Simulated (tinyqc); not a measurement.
## Fully depleted semiconductor-on-insulator film with two gates, non-linear Poisson equation by Newton steps: threshold and coupling against the insulator thickness

One dimension across the film, front interface at x = 0, back interface at x = ts. psi is counted from the intrinsic level, n = ni exp(psi/Vt) (source grounded), holes neglected, acceptors ionised. Gates act through Cox = eps0 eox/tox and Cbox = 3.9 eps0/tb with potentials G1 = Vg - (phiM - chi - Vt ln(Nc/ni)) and G2 = Vb - (phiB - chi - Vt ln(Nc/ni)). Classical Boltzmann densities, no interface charge, no depletion in the back plane.

ni = sqrt(Nc Nv) exp(-Eg/(2 Vt)), Eg in volts. The Poisson equation eps0 eps_r d2psi/dx2 = q (n + Na), with -eps0 eps_r dpsi/dx = Cox (G1 - psi) at x = 0 and eps0 eps_r dpsi/dx = Cbox (G2 - psi) at x = ts, is solved on 300 equal intervals with half boxes at both ends; N_inv is the trapezoid sum of n. VT is the Vg for N_inv = 1e11 cm^-2; -dVT/dVb from the linearised equation. Limits with Cs = eps0 eps_r/ts: front channel Cs Cbox/(Cox (Cs + Cbox)), back channel Cbox (Cox + Cs)/(Cox Cs). Swing at N_inv = 1e8 cm^-2.

Inputs (values chosen for the exercise); band and dielectric values those of a made-up semiconductor: temperature T = 400 K; band gap Eg = 0.685 eV; relative permittivity eps_r = 15; conduction-band density of states at T Nc = 3.94e17 cm^-3; valence-band density of states at T Nv = 1.27e19 cm^-3; electron affinity chi = 4.19 eV; relative permittivity of the gate insulator (close to silicon dioxide) eox = 3.9; film thickness ts = 5.3 nm; buried-oxide thickness (eps_r 3.9) tb = 48 nm; acceptor density of the film Na = 1e15 cm^-3; work function of the front gate phiM = 4.62 eV; work function of the back plane phiB = 4.83 eV; back-gate voltage Vb = 0.2 V.

Constants: q = 1.602176634e-19 C, kB = 1.380649e-23 J/K, Vt = kB T/q, eps0 = 8.8541878128e-14 F/cm where lengths are in cm. Results are converted to the units shown.

The same in every row: centroid/ts at VT = 0.464.

Threshold and coupling against the insulator thickness:
```
tox (nm),VT (V),-dVT/dVb,front-channel limit,back-channel limit,swing (mV/decade)
0.65,0.421,0.0263,0.0132,0.0423,81.5
0.92,0.424,0.0318,0.0186,0.0479,82.0
1.3,0.429,0.0396,0.0263,0.0558,82.6
1.8,0.436,0.0499,0.0365,0.0662,83.4
2.6,0.446,0.0663,0.0527,0.0829,84.7
3.7,0.461,0.0889,0.0749,0.106,86.5
5.2,0.481,0.120,0.105,0.137,89.0
```

As tox goes from 0.65 to 5.2, VT rises from 0.421 to 0.481 V, the centroid stays at 0.464 of ts and -dVT/dVb rises from 0.0263 to 0.120. The coupling covers 45.1 % of the way from the front-channel to the back-channel limit in the first row and 45.2 % in the last.

Range of the model: In so thin a film or at such density quantum confinement moves the charge away from the interfaces and raises the threshold.

Program tinyqc, `OMP_NUM_THREADS=1 python tinyqc.py 2190127 2190128 out.jsonl`; Intel Xeon 2.30GHz, shared host, one thread, about 0.3 s.
